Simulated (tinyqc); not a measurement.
Worked calculation: ellipsoidal valleys in the axes of a wafer and a channel. Values are carried at full precision from step to step, so a last printed digit may differ when a step is redone from the rounded ones.

Valleys with axes a along [111], [1-1-1], [-11-1] and [-1-11], one whole valley each; inverse mass tensor w = 1/mt + (1/ml - 1/mt) a a. Device axes: z = nz/|nz|, x = nx/|nx|, y = z cross x; in them a = (ax, ay, az). Confinement mass mz = 1/w_zz. In the plane w_ij is replaced by u_ij = w_ij - w_iz w_jz/w_zz (i, j = x, y); density-of-states mass md = 1/sqrt(det u); conductivity mass along x mc = 1/u_xx; ballistic transport mass mx = u_yy/det u, width mass my = 1/u_yy.

Constants: hbar^2/2m0 = 3.80998211 eV angstrom^2; kB = 8.617333262e-05 eV/K.

Values chosen for the exercise (near those of the L valleys of Ge; not measured data):
- ml = 1.544 m0 (longitudinal mass)
- mt = 0.08 m0 (transverse mass)
- nz = (1, 1, 0) (surface normal (confinement))
- nx = (1, -1, 1) (channel direction)
- t = 8.5 nm (thickness of the film)
- T = 300 K (temperature)

## Device axes and valley axes

Give the rows x, y, z in cubic components and each valley axis in device components.

device axes:
```
    [100]    [010]    [001]
x  0.5774  -0.5774   0.5774
y  0.4082  -0.4082  -0.8165
z  0.7071   0.7071   0.0000
```

valley axes:
```
              ax       ay       az
[111]     0.3333  -0.4714   0.8165
[1-1-1]   0.3333   0.9428   0.0000
[-11-1]  -1.0000   0.0000   0.0000
[-1-11]   0.3333  -0.4714  -0.8165
```

## Tensors of the valley [-11-1]

Form w and the reduced tensor u.

w (1/m0):
```
        x        y        z
x  0.6477   0.0000   0.0000
y  0.0000  12.5000   0.0000
z  0.0000   0.0000  12.5000
```

u (1/m0):
```
        x        y
x  0.6477   0.0000
y  0.0000  12.5000
```

w_xz = w_yz = 0: the normal is a principal axis and u is the upper block of w.

## Masses of all valleys

Give mz, md, mc, mx and my.

Masses (m0):

| valley | mz | md | mc | mx | my |
|---|---|---|---|---|---|
| [111] | 0.2175 | 0.2132 | 0.1121 | 0.2427 | 0.1873 |
| [1-1-1] | 0.0800 | 0.3515 | 0.0894 | 0.2427 | 0.5090 |
| [-11-1] | 0.0800 | 0.3515 | 1.5440 | 1.5440 | 0.0800 |
| [-1-11] | 0.2175 | 0.2132 | 0.1121 | 0.2427 | 0.1873 |

mz md^2 = ml mt^2 = 0.00988 for every valley, so a heavy confinement mass comes with a small density of states. The heaviest mz is 0.217, for [111] and [-1-11].

## Subbands and shares in a film

Hard walls: E_n = c (n pi/t)^2/mz, c = hbar^2/2m0, n = 1, 2, 3. Non-degenerate share of a valley proportional to md sum_n exp(-E_n/kT); mean 1/mc = sum of share/mc. 1 nm = 10 angstrom.

Give the ladders, the shares and the mean conductivity mass.

Subbands:

| valley | E1 (meV) | E2 (meV) | E3 (meV) | share |
|---|---|---|---|---|
| [111] | 23.9 | 95.7 | 215.4 | 0.380 |
| [1-1-1] | 65.1 | 260.2 | 585.5 | 0.120 |
| [-11-1] | 65.1 | 260.2 | 585.5 | 0.120 |
| [-1-11] | 23.9 | 95.7 | 215.4 | 0.380 |

mean mc = 0.1220 m0

The lowest ladder ([111] and [-1-11]) holds 76 % of the electrons in these valleys, the next starts 41 meV higher.

## Checks

- mz md^2 against ml mt^2: they agree to 1e-10 or better.
- mx my against md^2: they agree to 1e-10 or better.

Computed by tinyqc, a small Python program: `OMP_NUM_THREADS=1 python tinyqc.py 1881003 1881004 out.jsonl` (the numbers bound the seed that draws the inputs); one thread of a shared host (Intel(R) Xeon(R) Processor @ 2.30GHz), about 0.01 s for the whole set of steps.
